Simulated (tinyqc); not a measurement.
# Electron mobility in a silicon inversion layer, empirical terms and Matthiessen rule: several studies

Inversion layer of sheet density Ns on a uniformly doped body. The mobility terms are empirical power laws with prefactors chosen for the exercise; adding their inverses (Matthiessen) is itself an approximation.

Parameters, values chosen for the exercise; material values close to those of silicon: temperature T = 300 K; band gap Eg = 1.13 eV; relative permittivity of the semiconductor eps_r = 11.8; conduction-band density of states at T Nc = 2.81e19 cm^-3; valence-band density of states at T Nv = 2.63e19 cm^-3; body doping Nb = 1.6e18 cm^-3; reverse body bias Vsb = 0.3 V; weight of the inversion charge in the effective field eta = 0.5; phonon-limited mobility at 1 MV/cm and 300 K Ap = 408 cm^2/(V s); roughness-limited mobility at 1 MV/cm As = 1270 cm^2/(V s); exponent of the roughness term gs = 2; Coulomb prefactor Ac = 3800 cm^2/(V s); charge at the interface Nit = 1e12 cm^-2; inversion density Ns = 2.9e12 cm^-2.

Constants: q = 1.602176634e-19 C, kB = 1.380649e-23 J/K, Vt = kB T/q, eps0 = 8.8541878128e-14 F/cm where lengths are in cm. Results are converted to the units shown.

Each table varies one quantity; the others keep the values above.

## Effect of the inversion density

ni = sqrt(Nc Nv) exp(-Eg/(2 Vt)), Eg in volts; Ndep = sqrt(2 eps0 eps_r Nb (2 Vt ln(Nb/ni) + Vsb)/q); E = q (Ndep + eta Ns)/(eps0 eps_r), in MV/cm. With t = T/(300 K): muC = Ac (Ns/1e12 cm^-2) t/(Nb/1e17 cm^-3 + Nit/1e11 cm^-2), muP = Ap E^(-1/3) t^(-1.75), muS = As E^(-gs); 1/mu is the sum of the inverses.

Results:
```
Ns (cm^-2)	E (MV/cm)	muC (cm^2/(V s))	muP (cm^2/(V s))	muS (cm^2/(V s))	mu (cm^2/(V s))
2e11	0.8090	29.23	437.9	1941	27.02
3.6e11	0.8212	52.62	435.7	1883	45.80
6.3e11	0.8419	92.08	432.1	1792	72.82
2e12	0.9470	292.3	415.5	1416	153.0
3.6e12	1.070	526.2	398.9	1110	188.4
6.3e12	1.277	920.8	376.1	779.2	198.9
1.1e13	1.637	1608	346.2	473.9	177.9
2e13	2.327	2923	307.9	234.5	127.3
```

Estimate the missing row, Ns = 1.1e12 cm^-2.

Computed row:
```
Ns (cm^-2)	E (MV/cm)	muC (cm^2/(V s))	muP (cm^2/(V s))	muS (cm^2/(V s))	mu (cm^2/(V s))
1.1e12	0.8780	160.8	426.1	1648	109.0
```

With this row back in the table: As Ns goes from 2e11 to 2e13 cm^-2, E rises from 0.809 to 2.33 MV/cm and mu goes from 27.0 through a maximum of 199 (at Ns = 6.3e12 cm^-2 among the rows listed) to 127 cm^2/(V s). The smallest term is the Coulomb one in the first row and the roughness one in the last. Screening lifts the Coulomb term as Ns grows while the field presses the carriers to the interface, hence the maximum. For Ns = 1.1e13 to 2e13 cm^-2 E passes 1.5 MV/cm, beyond the usual range of such laws.

## Effect of the body doping

Same model as above.

Effect of the body doping:
```
Nb (cm^-3)	E (MV/cm)	muC (cm^2/(V s))	muP (cm^2/(V s))	muS (cm^2/(V s))	mu (cm^2/(V s))
2e16	0.30287	1080.4	607.54	13844	378.24
4.4e16	0.34407	1055.6	582.25	10728	362.58
9.7e16	0.40640	1004.6	550.82	7689.4	340.02
2.1e17	0.49787	910.74	514.78	5123.6	309.05
4.7e17	0.64175	749.66	473.01	3083.7	265.09
1e18	0.84381	551.00	431.76	1783.7	213.15
2.3e18	1.1808	333.94	386.01	910.83	149.63
5e18	1.6571	183.67	344.78	462.47	95.171
```

Read the table: what changes, and by how much?

As Nb goes from 2e16 to 5e18 cm^-3, E rises from 0.303 to 1.66 MV/cm and mu falls from 378 to 95.2 cm^2/(V s). The smallest term is the phonon one in the first row and the Coulomb one in the last. At Nb = 5e18 cm^-3 E passes 1.5 MV/cm, beyond the usual range of such laws.

## Effect of the reverse body bias

Same model as above.

The same in every row: muC (cm^2/(V s)) = 423.85.

Result of one run:
```
Vsb (V)	E (MV/cm)	muP (cm^2/(V s))	muS (cm^2/(V s))	mu (cm^2/(V s))
0.4	1.0463	401.89	1160.0	175.14
```

What becomes of these results when the reverse body bias Vsb is changed from 0.4 to 0.8 V, all else the same?

Result of the changed run:
```
Vsb (V)	E (MV/cm)	muP (cm^2/(V s))	muS (cm^2/(V s))	mu (cm^2/(V s))
0.8	1.1579	388.54	947.27	166.98
```

The whole series:
```
Vsb (V)	E (MV/cm)	muP (cm^2/(V s))	muS (cm^2/(V s))	mu (cm^2/(V s))
0	0.91708	419.94	1510.1	185.09
0.4	1.0463	401.89	1160.0	175.14
0.8	1.1579	388.54	947.27	166.98
1.2	1.2575	378.00	803.15	160.00
1.6	1.3483	369.31	698.59	153.88
2	1.4323	361.95	619.03	148.42
2.4	1.5109	355.56	556.33	143.49
```

As Vsb goes from 0 to 2.4 V, E rises from 0.917 to 1.51 MV/cm and mu falls from 185 to 143 cm^2/(V s). The phonon term is the smallest in the first and the last row. At Vsb = 2.4 V E passes 1.5 MV/cm, beyond the usual range of such laws.

tinyqc, about 0.01 s, one thread, Intel Xeon 2.30GHz (shared host): `OMP_NUM_THREADS=1 python tinyqc.py 2510111 2510112 out.jsonl`
